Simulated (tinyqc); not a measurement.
# Worked calculation: drifting, spreading and decaying minority pulse (Haynes-Shockley), explicit time steps

Program tinyqc, `OMP_NUM_THREADS=1 python tinyqc.py 2310031 2310032 out.jsonl`; Intel Xeon 2.30GHz, shared host, one thread, about 0.01 s. Printed values are rounded.

Low injection in a uniform field: dn/dt = D d2n/dx2 - v dn/dx - n/tau with D = mu Vt and v = mu F towards +x. Exact solution on an infinite bar for a Gaussian start at x0: n = N0 exp(-t/tau) exp(-(x - x0 - v t)^2/(2 s^2))/sqrt(2 pi s^2), s^2 = s0^2 + 2 D t.

Parameters, values chosen for the exercise; mobility close to that of germanium at room temperature: temperature T = 250 K; minority-carrier mobility mu = 3880 cm^2/(V s); sweep field along the drift F = 36 V/cm; mesh step hx = 12 um; lifetime tau = 2.2e-7 s; injected sheet density N0 = 5e10 cm^-2; time step dt = 3.2e-9 s; initial width (standard deviation) s0 = 11 um.

Constants: q = 1.602176634e-19 C, kB = 1.380649e-23 J/K, Vt = kB T/q. Results are converted to the units shown.

## Coefficients of the scheme

Exponentially fitted fluxes: d = F hx/Vt, B(d) = d/(exp(d) - 1), k = D dt/hx^2; (L n)_i = a n_(i-1) + b n_i + c n_(i+1) with a = k B(-d), c = k B(d), b = -a - c - dt/tau. Explicit steps keep n positive for dt up to 1/[(D/hx^2)(B(d) + B(-d)) + 1/tau].

D = 83.58813 cm^2/s
v = 1.396800e5 cm/s
d = 2.005261
a = 0.4304262
b = -0.5029179
c = 0.05794621
positivity limit of dt = 6.362868e-9 s

dt is 0.50 times the explicit limit. On this mesh the fitted flux acts like a diffusion coefficient (d/2) coth(d/2) D = 1.31 D for a travelling pulse, before the error of the time steps.

## Initial pulse

Nodes x_i = i hx, i = 1 to 11, n = 0 at nodes 0 and 12; the Gaussian at t = 0 with x0 = 4 hx.

```
node,n at t = 0 (1e13 cm^-3)
1,0.008564
2,0.167801
3,1.000148
4,1.813374
5,1.000148
6,0.167801
7,0.008564
8,0.000133
9,0.000001
10,0.000000
11,0.000000
```

## Step 1: densities after a time step

(L n)_i = a n_(i-1) + b n_i + c n_(i+1), n = 0 beyond the ends. Explicit step: n(new) = n + L n.

```
node,n at t = 1 dt (1e13 cm^-3)
1,0.013980
2,0.145052
3,0.674460
4,1.389840
5,1.287403
6,0.514397
7,0.076491
8,0.003752
9,0.000058
10,0.000000
11,0.000000
```

## Step 2: densities after a time step

As before.

```
node,n at t = 2 dt (1e13 cm^-3)
1,0.015355
2,0.117203
3,0.478232
4,1.055770
5,1.267976
6,0.814262
7,0.259650
8,0.034792
9,0.001644
10,0.000025
11,0.000000
```

## Step 3: densities after a time step

As before.

```
node,n at t = 3 dt (1e13 cm^-3)
1,0.014424
2,0.092580
3,0.349346
4,0.804122
5,1.131903
6,0.965571
7,0.481563
8,0.129150
9,0.015794
10,0.000720
11,0.000011
```

## Course in time

The same steps, now on nodes 1 to 60 (n = 0 at nodes 0 and 61), for 24 steps; centre = sum x n/sum n. Deviations are from the exact pulse, as a share of its largest value on the nodes; a run counts as stable if they stay under 100 %.

Course of the iteration:
```
step,hx sum n (cm^-2),centre (um),"most negative n (cm^-3), 0 if none",largest deviation (% of the peak)
1,4.926520e10,52.54363,0,1.59
2,4.853889e10,57.09079,0,2.70
3,4.782220e10,61.64029,0,2.91
4,4.711657e10,66.19011,0,3.34
5,4.642252e10,70.73912,0,3.52
6,4.574003e10,75.28679,0,3.36
7,4.506884e10,79.83294,0,3.88
8,4.440860e10,84.37759,0,3.61
9,4.375895e10,88.92086,0,3.98
...,...,...,...,...
16,3.948297e10,120.6979,0,4.26
17,3.890817e10,125.2352,0,4.34
18,3.834184e10,129.7723,0,4.27
19,3.778383e10,134.3091,0,4.41
20,3.723401e10,138.8457,0,4.34
21,3.669224e10,143.3822,0,4.47
22,3.615839e10,147.9185,0,4.46
23,3.563233e10,152.4547,0,4.51
24,3.511396e10,156.9909,0,4.55
```

The run is stable. After 24 steps the deviation is 4.6 % of the peak. From step 1 to the last the centre has moved at 1.02 v and the content is 0.43 % below N0 exp(-t/tau). On an endless mesh these steps would give a speed of 1.01 v and a content of 0.997 times the exact one, from dt/tau = 0.0145 alone; the rest comes from the absorbing ends.
